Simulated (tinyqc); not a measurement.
# MOS inversion layer, Poisson-Schroedinger loop: effect of the sheet density of electrons

Electrons confined at an insulator interface at z = 0, treated as a hard wall; parabolic valleys, Hartree approximation, no image or exchange terms. The depletion charge lies far deeper than the electrons and gives a uniform field q Nd/(eps0 eps_r); the gate balances all charge. Energies are counted from the band edge at the interface.

Schroedinger equation -(C/mz) psi'' + (V0 + U) psi = E psi, C = hbar^2/(2 m0), psi(0) = 0, on a uniform mesh of 800 nodes with a far wall at 34 nm, 8 levels a set; V0 = q Nd z/(eps0 eps_r); dU/dz = q (Ns - integral of n from 0 to z)/(eps0 eps_r), U(0) = 0; N_k = g md m0 q Vt/(pi hbar^2) ln(1 + exp((EF - E_k)/Vt)), g the number of valleys of the set, sum N_k = Ns. Triangular well: E_k = a_k (C F^2/mz)^(1/3), a_1 = 2.338107, a_2 = 4.087949, C = hbar^2/(2 m0), F in eV/nm. Fang-Howard (all electrons in the lowest level of set A): b^3 = 6 (mz1/C) q (Nd + 11 Ns/32)/(eps0 eps_r), centroid 3/b, level C b^2/(4 mz1) + (3/b) q (Nd + 11 Ns/16)/(eps0 eps_r). The centroid adds 3.9 z_av/eps_r to an oxide-equivalent thickness. Shares under 0.0001 % are printed as 0.

Inputs (values chosen for the exercise); masses and permittivity close to those of In0.53Ga0.47As: temperature T = 300 K; relative permittivity eps_r = 13.7; mass along z of valley set A (1 valley(s)) mz1 = 0.0414 m0; in-plane density-of-states mass of set A md1 = 0.0412 m0; sheet density of depletion charge Nd = 3e12 cm^-2.

Constants: q = 1.602176634e-19 C, kB = 1.380649e-23 J/K, hbar = 1.054571817e-34 J s, m0 = 9.1093837015e-31 kg, Vt = kB T/q, eps0 = 8.8541878128e-14 F/cm where lengths are in cm, hbar^2/(2 m0) = 0.0380998212 eV nm^2. Results are converted to the units shown.

Effect of the sheet density of electrons:
columns A: Ns (cm^-2); B: A1 (meV); C: A2 (meV); D: EF (meV); E: share of A1 (%); F: share of A2 (%); G: centroid z_av (nm); H: added oxide equivalent (nm); I: Fang-Howard centroid (nm)
```
A         B    C    D     E       F     G     H     I
1e11    269  467  233  99.9  0.0517  4.43  1.26  4.69
1.7e11  272  471  252  99.9  0.0551  4.42  1.26  4.68
3.1e11  278  478  278  99.9  0.0628  4.39  1.25  4.66
5.3e11  287  489  309  99.9  0.0786  4.36  1.24  4.62
9.4e11  304  509  356  99.9   0.125  4.29  1.22  4.55
1.6e12  331  540  423  99.7   0.298  4.20  1.19  4.45
2.9e12  382  600  547  98.1    1.86  4.08  1.16  4.28
5e12    460  700  720  89.6    10.4  4.12  1.17  4.05
```

As Ns goes from 1e11 to 5e12, A1 rises from 269 to 460 meV, the share of A1 falls from 99.9 to 89.6 % and the centroid goes from 4.43 through a minimum of 4.08 (at Ns = 2.9e12 among the rows listed) to 4.12 nm. A1 goes as Ns^(0.34) between the last two rows (a triangular well in the field of that charge alone gives 2/3). EF lies more than 2 meV above A1 for Ns = 5.3e11, 9.4e11, 1.6e12, 2.9e12, 5e12. The Fang-Howard centroid is 5.9 % above the full one in the first row, where A1 holds 99.9 %, and 1.7 % below it in the last, where A1 holds 89.6 %. In every row the energies exceed 0.25 eV, where non-parabolicity matters for so light a mass.

Numbers from tinyqc (`OMP_NUM_THREADS=1 python tinyqc.py 2160115 2160116 out.jsonl`; about 0.4 s on one thread of a shared Intel Xeon 2.30GHz).
